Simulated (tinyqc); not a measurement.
Thermal and gravitational stress in a wafer during furnace and rapid thermal processing, and the onset of slip: one step, computed by the program tinyqc.

A thin free disc in plane stress, isotropic; T(r) = T_centre + dT (r/R)^n with n = 2. Stress is positive in tension; sigma_SB = 5.670374419e-8 W/(m^2 K^4), g = 9.80665 m/s^2.

Question. Gravity. Own weight q = rho g t on a ring of radius b R, x = r/R: moments of an edge-supported plate, M_r = q R^2 (3 + nu)(1 - x^2)/16 and M_t = q R^2 [(3 + nu) - (1 + 3 nu) x^2]/16, less the uniform moment inside the ring load, q R^2 [(1 - nu)(1 - b^2) - 2 (1 + nu) ln b]/8; stress at the lower face = 6 M/t^2.

Inputs (values chosen for the exercise, modelled on silicon): wafer radius R = 225 mm; thickness t = 925 micrometre; Poisson ratio nu = 0.24; density rho = 2330 kg/m^3; radius of the support ring over R = 0.94.

Give: stress at the centre; radial stress at the ring; hoop stress at the ring.

Answer.

stress at the centre = 1.2925 MPa

radial stress at the ring = -0.050035 MPa

hoop stress at the ring = 0.57981 MPa
